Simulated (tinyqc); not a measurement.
Weaire-Thorpe hybrids on a Bethe lattice: gap and dangling bond of an amorphous tetrahedral solid, step by step. Values are carried at full precision from step to step, so a last printed digit may differ when a step is redone from the rounded ones.

Four sp3 hybrids an atom at energy 0, coupled by -V1 on the atom and by -V2 along a bond; the bonds form a tree (no rings). For any network the gap runs at least from -V2 + V1 to V2 - 3 V1, and p-like states pile up at -V2 + V1 and V2 + V1. On the tree the gap is wider: it ends at Ec = -V1 + sqrt(V2^2 + 4 V1^2 - 2 sqrt3 V1 V2), which makes it well wider than the gaps of the real glasses. A branch seen from a hybrid has the self-energy S = V2^2 g, where g is the Green function of the hybrid across the bond, whose three partners carry S themselves. With a = z - V1, b = a - S: g = 1/(a + V1 b/(b + 3 V1)), z = E + i eta. A full atom has G = (1/b)(b + 3 V1)/(b + 4 V1) per hybrid; a dangling hybrid with shift dh has G = 1/(1/g - dh).

Parameters, chosen for this exercise (of the size of tabulated hybrid energies for tetrahedral carbon; the results hold for these values, not for the real material):
```
symbol  value  unit  meaning
V1      2.06   eV    coupling of two hybrids on one atom
V2      10.52  eV    coupling of the two hybrids of a bond
E       -6.69  eV    energy
eta     0.05   eV    broadening
dh      -1.23  eV    shift of the dangling hybrid (rehybridisation)
```

## Edges

Bounds -V2 + V1 and V2 - 3 V1. On the tree the s-like bands are narrower: E = -V1 -/+ sqrt(V2^2 + 4 V1^2 + V1 V2 e) with e from -2 sqrt3 to 2 sqrt3 (for a crystal, -4 to 4), so the conduction edge is -V1 + sqrt(V2^2 + 4 V1^2 - 2 sqrt3 V1 V2).

edges (eV): Ev -8.4600, Ec(bound) 4.3400, Ec(tree) 5.1908

gaps (eV): (bound, reached in the crystal) 12.8000, (tree) 13.6508

The gap needs no periodicity, only V2 > 2 V1 (here V2/V1 = 5.107); leaving out rings widens it by 0.851 eV. Two parameters overstate the gap of carbon more than twofold (diamond has 5.5 eV).

## The self-energy at one energy

S = V2^2 g is a quadratic A S^2 + B S + C = 0 with A = a + V1, B = -(a (a + 4 V1) + V2^2), C = V2^2 (a + 3 V1), a = z - V1. Of the two roots take the one with Im S < 0 (if both qualify, the decaying one, with the smaller |V1 V2 g/(b + 3 V1)|).

A, B, C: -6.6900+0.0500i  -115.1304+0.4630i  -284.4229+5.5335i

roots (eV): -2.9897+0.0612i  -14.2192-0.1206i

S = -14.2192-0.1206i eV

## Densities at that energy

With z = E + i eta, b = z - V1 - S: full atom G = (b + 3 V1)/(b (b + 4 V1)); g = S/V2^2; dangling hybrid 1/(1/g - dh); densities -Im G/pi.

G (1/eV): (bulk) 0.1552-0.0045i, (dangling with dh = 0) -0.1285-0.0011i, (dangling with dh) -0.1526-0.0015i
densities (1/eV): (bulk) 0.0014, (dangling with dh = 0) 0.0003, (dangling with dh) 0.0005

## The dangling-bond level

For eta = 0 the level solves 1/g(E) = dh inside the gap (bisection); its weight on the dangling hybrid is 1/(d(1/g)/dE), by central differences with step 1e-5 eV.

level = -1.0931 eV
above Ev = 7.3669 eV
weight on the dangling hybrid = 0.891

The level lies at 54 % of the gap of the tree; 11 % of it spreads over the back bonds.

## Checks

- Conduction edge from the formula against the zero of the discriminant: both 5.19076.
- S from the quadratic against damped iteration of S = V2^2 g: both -14.21919.

(tinyqc, `OMP_NUM_THREADS=1 python tinyqc.py 1480206 1480207 out.jsonl`, Intel(R) Xeon(R) Processor @ 2.30GHz, 1 thread, shared host, about 0.02 s.)
